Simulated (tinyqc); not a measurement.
Inside a calculation. Method: plane-wave Kohn-Sham cycle with exchange-only LDA in a layered model solid. One step of it, computed by the program tinyqc.

Problem. Iteration 2: levels at that k. Diagonalise the Hermitian matrix.

H (hartree), lower triangle:
```
           -2         -1         +0         +1        +2
-2   0.205140
-1   0.152020  -0.088540
+0  -0.055092   0.152020  -0.186433
+1   0.002320  -0.055092   0.152020  -0.088540
+2  -0.007758   0.002320  -0.055092   0.152020  0.205140
```

Give: eigenvalues.

Solution.

eigenvalues (hartree): -0.4236  -0.1041  0.0340  0.2569  0.2836
